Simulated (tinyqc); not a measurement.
From results back to parameters: effective mass of the conduction band from tabulated energies. Two cases, with inputs chosen for the exercise.

Problem. A band follows E (1 + alpha E) = c k^2/m, c = hbar^2/2m0. Its energies at two wave vectors are given.

Constants: hbar^2/2m0 = 3.80998211 eV angstrom^2.
Find: y = c k^2/E; m; alpha.
Method. y = m + m alpha E is a straight line through the two points.

Case 1.

Values chosen (out of a larger set: band of an eight-band Kane model near InSb; not measured data): k12 = (0.0054, 0.0144) 1/angstrom (two wave vectors).

energies (meV): 7.91866  48.68977

Solution.

y = c k^2/E (m0): 0.01403  0.01623
m = 0.0136 m0
alpha = 3.96 1/eV

Case 2.

Values chosen (out of a larger set: band of an eight-band Kane model near InAs; not measured data): k12 = (0.0102, 0.0272) 1/angstrom (two wave vectors).

energies (meV): 14.38146  85.26929

Solution.

y = c k^2/E (m0): 0.02756  0.03306
m = 0.0264 m0
alpha = 2.93 1/eV

Computed by tinyqc, one run a case: `OMP_NUM_THREADS=1 python tinyqc.py N N+1 out.jsonl` with N = 1880691, 1880709; one thread of a shared Intel(R) Xeon(R) Processor @ 2.30GHz, about 0.01 s a run at most.
